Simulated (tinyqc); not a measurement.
Flow curve at three pumping speeds: Berg model of reactive sputtering of a nitride or oxide: poisoning, hysteresis and pumping speed. Computed by tinyqc, a small Python program. Command: `OMP_NUM_THREADS=1 python tinyqc.py 3002388 3002389 out.jsonl berg walk`. One thread of a shared host (Intel(R) Xeon(R) Processor @ 2.30GHz), about 0.07 s of CPU time with the checks.

A diatomic gas reacts with bare metal on the target and on the collecting surfaces; ions remove metal and compound from the target. theta_t and theta_c are the compound fractions.

Inputs (values chosen for the exercise, close to those used for tantalum nitride):
```
quantity,value,unit
ion current density J,8.4,mA/cm^2
target area A_t,240,cm^2
collecting area A_c,2700,cm^2
metal yield Y_m,0.49,-
compound yield Y_c,0.2,-
sticking coefficient alpha,0.31,-
reactive atoms per metal atom z,1,-
gas mass M,28,u
pumping speed S,47,l/s
gas temperature T,300,K
```

Constants: e = 1.602176634e-19 C; u = 1.6605390666e-27 kg; k_B = 1.380649e-23 J/K.

Method. Ion flux j = J/e; gas flux F = P/sqrt(2 pi M k_B T). Target: (2/z) alpha F (1 - theta_t) = j Y_c theta_t. Sputtered flows F_c = j Y_c theta_t A_t, F_m = j Y_m (1 - theta_t) A_t. Collector: (2/z) alpha F (1 - theta_c) A_c + F_c (1 - theta_c) = F_m theta_c. Gas use Q = alpha F [(1 - theta_t) A_t + (1 - theta_c) A_c] + P S/(k_B T); 1 sccm = 4.4780e17 molecules/s. Rate R = F_m + F_c, given relative to j Y_m A_t. P is a single-valued function of the flow Q only if dQ/dP > 0 everywhere: S must exceed k_B T times the steepest fall of the surface terms with P.

pressure of the steepest fall = 0.00799407 Pa

critical pumping speed = 122.253 l/s

Pressure as the free variable:
```
P (Pa),theta_t,theta_c,relative rate,Q at S_c/4 (sccm),Q at S_c (sccm),Q at 2 S_c (sccm)
0.0004,0.06366,0.26535,0.96232,1.7645,1.7843,1.811
0.0008,0.11971,0.43337,0.92915,2.7853,2.8248,2.878
0.0016,0.21382,0.62956,0.87346,3.8120,3.8911,3.997
0.0028,0.32247,0.77375,0.80915,4.3563,4.4947,4.679
0.0048,0.44931,0.87709,0.73408,4.5116,4.7489,5.065
0.0080,0.57624,0.93861,0.65896,4.3898,4.7853,5.313
0.0130,0.68845,0.97099,0.59255,4.1752,4.8178,5.675
0.0200,0.77271,0.98593,0.54268,4.0130,5.0017,6.320
0.0320,0.84470,0.99390,0.50007,3.9490,5.5309,7.640
0.0640,0.91582,0.99833,0.45799,4.2023,7.3661,11.585
```

What follows from these numbers?

At S_c/4 the flow falls with pressure in 4 of the intervals: as the target poisons, less metal arrives to getter the gas. At 2 S_c it rises throughout. Coverages and rate depend on P alone, not on S. The collector converts before the target (theta_c = 0.88 at theta_t = 0.45), since the metal is spread over a larger area and no ions clean it. The rate tends to Y_c/Y_m = 0.408.
